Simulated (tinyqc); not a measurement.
# Permittivity and interface capacitance from two thicknesses

Inverse problem. 1/C = t/(eps0 ek) + 2/ci for planar capacitors that differ only in thickness. Find ek, ci and the EOT of the interfaces, 2 x 3.9 eps0/ci.

Constants: eps0 = 8.8541878128e-14 F/cm where lengths are in cm. Results are converted to the units shown.

C at t = 5.3 and 16 nm (uF/cm^2): [22.428207, 8.3579323]

Solution. 1/C is a straight line in t: the slope gives ek and the intercept 2/ci. A single thickness would give only the effective permittivity; when the interfaces are a small part of 1/C, ci needs very accurate data.

ek = 161.0
ci = 270.0 uF/cm^2
EOT of the interfaces = 0.02558 nm

Program tinyqc, `OMP_NUM_THREADS=1 python tinyqc.py 2102024 2102025 out.jsonl`; Intel Xeon 2.30GHz, shared host, one thread, about 0.01 s.
